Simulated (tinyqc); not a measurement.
Strained quantum well: band edges, subbands and transparency: sweeps and comparisons. A value that a table varies takes the place of the one given here.

Growth on (001), barriers unstrained: tr(e) = e (2 - nu2), Z = b e (1 + nu2); Ec = Ev + Eg + ac tr(e), E_HH = Ev + av tr(e) + Z, E_LH = Ev + av tr(e) - Z (coupling to the split-off band left out).

Masses along z: me, 1/(g1 - 2 g2) for HH, 1/(g1 + 2 g2) for LH, likewise in the barrier; in the plane me, 1/(g1 + g2) for HH and 1/(g1 - g2) for LH (no mixing, which understates the hole masses away from k = 0). Level n solves k L + 2 atan[(k/m)/(kappa/mb)] = n pi, k = sqrt(m E/c), kappa = sqrt(mb (V - E)/c), c = hbar^2/2m0.

Transparency (Bernard-Duraffourg): Fc - Fv equals the lowest transition energy with n = p, n = sum m/(2 pi c) kB T ln(1 + exp((Fc - E)/kB T)) and p likewise over the listed subbands; c = hbar^2/2m0, 1/angstrom^2 = 1e16/cm^2.

Constants: hbar^2/2m0 = 3.80998211 eV angstrom^2; kB = 8.617333262e-05 eV/K; hc = 1239.841984 eV nm.

Parameters, chosen for this exercise (near those of an InGaAs/AlGaAs well; not measured data):
```
symbol  value                                                    unit      meaning
nu2     0.941                                                              2 C12/C11
Eg      1.244                                                    eV        unstrained gap of the well
Ev      -0.775                                                   eV        its valence edge
ac      -6.92                                                    eV
av      1.14                                                     eV        Ev moves by av tr(e)
b       -1.98                                                    eV        shear potential
Egb     1.676                                                    eV        gap of the barrier
Evb     -0.905                                                   eV        its valence edge
L       100                                                      angstrom  well width
me      0.0611                                                   m0        electron mass
g1      8.54                                                               gamma1
g2      2.83                                                               gamma2
meb     0.084                                                    m0
g1b     6.3
g2b     1.8
T       300                                                      K         temperature
es      (-0.02, -0.014, -0.008, -0.003, 0, 0.003, 0.007, 0.012)            strains
e       -0.0085                                                            strain in the plane
Ls      (30, 40, 55, 70, 90, 120)                                angstrom  widths
```

## Strain as a design knob

Only the strain is changed; the unstrained gap and the masses are kept.

Results:
```
e (%),wavelength (nm),top hole,hh1 - lh1 (meV),n_tr (1e12/cm^2),share in top
-2.0,902,hh1,158,0.700,0.63
-1.4,920,hh1,117,0.700,0.62
-0.8,938,hh1,75,0.720,0.57
-0.3,954,hh1,38,0.787,0.46
0.0,964,hh1,16,0.876,0.35
0.3,979,lh1,-6,0.947,0.58
0.7,1017,lh1,-35,0.841,0.77
1.2,1070,lh1,-72,0.790,0.90
```

n_tr is largest at e = +0.3 % (0.95), where hh1 - lh1 = -6 meV and the top subband holds 58 % of the holes, and smallest, 0.70, at -2.0 and -1.4 %. The top hole level turns from hh to lh, and the light from TE to TM, between 0.0 and +0.3 %. The wavelength runs from 902 to 1070 nm.

## Width of the well

All levels anew.

Results:
```
L (angstrom),wavelength (nm),top hole,hh1 - lh1 (meV),n_tr (1e12/cm^2),share in top,n_tr/L (1e18/cm^3)
30,851,hh1,80,0.581,0.87,1.94
40,876,hh1,84,0.583,0.87,1.46
55,902,hh1,84,0.604,0.81,1.10
70,918,hh1,82,0.634,0.73,0.91
90,932,hh1,80,0.687,0.62,0.76
120,943,hh1,76,0.783,0.51,0.65
```

The wavelength tunes by 92 nm. The sheet density at transparency changes from 0.58 to 0.78, the top hole subband holding 0.87 and 0.51 of the holes at the ends, while the volume density falls by a factor 3.0. Critical thickness and carrier escape are left out.

## What each parameter does

Edge wavelength, hh1 - lh1 and n_tr. Each row changes one parameter from the base and keeps the others.

Results:
```
case,wavelength (nm),hh1 - lh1 (meV),n_tr (1e12/cm^2)
base,936.4,78.3,0.716
L = 92 angstrom,932.7,79.3,0.693
e = -0.0105,930.2,92.7,0.707
Eg = 1.224 eV,950.3,78.3,0.715
b = -2.28 eV,939.9,87.7,0.709
ac = -6.23 eV,940.7,78.3,0.716
me = 0.0672 m0,937.5,78.3,0.760
g1 = 9.05,935.8,77.6,0.689
T = 340 K,936.4,78.3,0.853
```

The largest shifts from the base row, up to three for each result and ties (the steps differ in size, so this ranks the rows, not the parameters). wavelength (nm): Eg +13.8, e -6.2, ac +4.2; unchanged at the printed digits by T. hh1 - lh1 (meV): e +14.4, b +9.4, L +1.0; unchanged at the printed digits by Eg, ac, me and T. n_tr (1e12/cm^2): T +0.136, me +0.044, g1 -0.028; unchanged at the printed digits by ac.

Run: tinyqc, `OMP_NUM_THREADS=1 python tinyqc.py 1280866 1280867 out.jsonl`; Intel(R) Xeon(R) Processor @ 2.30GHz, one thread, shared host; about 0.01 s of CPU time with all checks.
